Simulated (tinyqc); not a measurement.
# Tersoff bond-order potential, step by step

A worked calculation. Computed by tinyqc, a small Python program that keeps every step. Command: `OMP_NUM_THREADS=1 python tinyqc.py 3015865 3015866 out.jsonl tersoff walk`. One thread of a shared host (Intel(R) Xeon(R) Processor @ 2.30GHz), about 0.01 s of CPU time with the checks. Intermediate numbers are printed to about 6 digits and carried at full precision; extremes and crossings named in words are read from the listed rows.

E = (1/2) sum_(i, j != i) [A exp(-lambda r_ij) - b_ij B exp(-mu r_ij)], b_ij = (1 + (beta zeta_ij)^n)^(-1/(2n)), zeta_ij = sum_(k != i, j) g(theta_ijk), g = 1 + c^2/d^2 - c^2/(d^2 + (h - cos theta)^2), with theta at atom i. Only nearest neighbours count (cut-off function 1 for them, 0 beyond).

Inputs (values chosen for the exercise, modelled on silicon): A = 1803.3 eV; B = 462.25 eV; lambda = 2.4799 1/angstrom; mu = 1.7322 1/angstrom; beta = 1.17e-06; n = 0.7879; c = 100400; d = 16.35; h = -0.5961; bond length r_12 = 2.22 angstrom; bond length r_13 = 2.23 angstrom; angle theta at atom 1 = 91.3 degrees.

Constants: 1 eV/angstrom^3 = 160.2176634 GPa.

## An open trimer

Atom 1 binds atoms 2 and 3, which do not interact. b_12 = b_13 follow from zeta = g(theta); b_21 = b_31 = 1. E = sum over the two bonds of A exp(-lambda r) - (b + 1)/2 B exp(-mu r).

g(theta) = 46324.0

bond order b_12 = 0.940994

repulsive terms (eV): [7.33015, 7.15060]

attractive terms B exp(-mu r) (eV): [9.88108, 9.71139]

energy of the trimer = -4.53369 eV

g is least (g = 1) at cos theta = h, 126.6 degrees, wider than the tetrahedral 109.47.

## The diamond lattice

zeta = 3 g(cos theta = -1/3). With z equal bonds of order b, r = ln(lambda A/(mu b B))/(lambda - mu) and E per atom = -(z/2) b B exp(-mu r)(1 - mu/lambda). a0 = 4 r/sqrt3; B0 = phi''(r)/(3 a0) with phi'' = mu (lambda - mu) b B exp(-mu r), since b does not change under uniform scaling.

zeta = 29214.0

bond order b = 0.958003

bond length = 2.35789 angstrom

energy per atom of the diamond lattice = -4.49530 eV

lattice constant a0 = 5.44532 angstrom

bulk modulus B0 = 94.6949 GPa

## Elastic constants of the diamond lattice

Second derivatives of the energy per atom, volume V = a0^3/8: e_xx gives C11; e_xx = -e_yy gives 2 (C11 - C12); e_xy = e_yx = s/2 with a sublattice shift u_z gives C44 = (E_ss - E_su^2/E_uu)/V and Kleinman's parameter |E_su/E_uu|/(a0/4).

C11 = 138.904 GPa

C12 = 72.5902 GPa

C44 = 67.7706 GPa

Kleinman's parameter = 0.669534

## Unrelaxed vacancy

Each of the four neighbours loses one bond; its three other bonds now have zeta = 2 g, for the direction that starts at it. E_v = -E + 12 x (1/2)(b(3g) - b(2g)) B exp(-mu r), where -E is the pair-like cost.

b(2g) = 0.969033

unrelaxed vacancy energy E_v = 3.98033 eV

Stronger back bonds return 0.515 eV, so E_v is 89 % of the cohesive energy.

## Energy against coordination

Angles seen from one bond (cos theta: count): chain -1: 1; graphitic -1/2: 2; diamond -1/3: 3; square net 0: 2, -1: 1; simple cubic 0: 4, -1: 1; bcc 1/3: 3, -1/3: 3, -1: 1; fcc 1/2: 4, 0: 2, -1/2: 4, -1: 1.

Relaxed structures:
```
structure      z         zeta        b  r (angstrom)  E per atom (eV)  E per bond (eV)
dimer          1            0  1.00000       2.30051         -1.29568         -2.59137
chain          2  2.29984e+04  0.96489       2.34831         -2.30172         -2.30172
graphitic      3  2.60730e+03  0.99344       2.30931         -3.80315         -2.53543
diamond        4  2.92140e+04  0.95800       2.35789         -4.49530         -2.24765
square net     4  1.23113e+05  0.88271       2.46737         -3.42648         -1.71324
simple cubic   6  2.23227e+05  0.82767       2.55347         -4.15158         -1.38386
bcc            8  4.16594e+05  0.75178       2.68210         -4.02367         -1.00592
fcc           12  8.03185e+05  0.65408       2.86828         -3.80358         -0.63393
```

The lowest are diamond, simple cubic and bcc, the first two 0.344 eV apart. The bond order falls from 1 to 0.654 and the bond weakens from -2.59 to -0.63 eV, as b^(lambda/(lambda - mu)) with exponent 3.32. With the same z = 4 the square net lies 1.07 eV above diamond, from its angles alone. Caution: in bcc and other dense structures second neighbours can fall inside the usual cut-off; they are left out here.

Checks made by the program: (C11 + 2 C12)/3 against B0 (relative difference 1e-08).
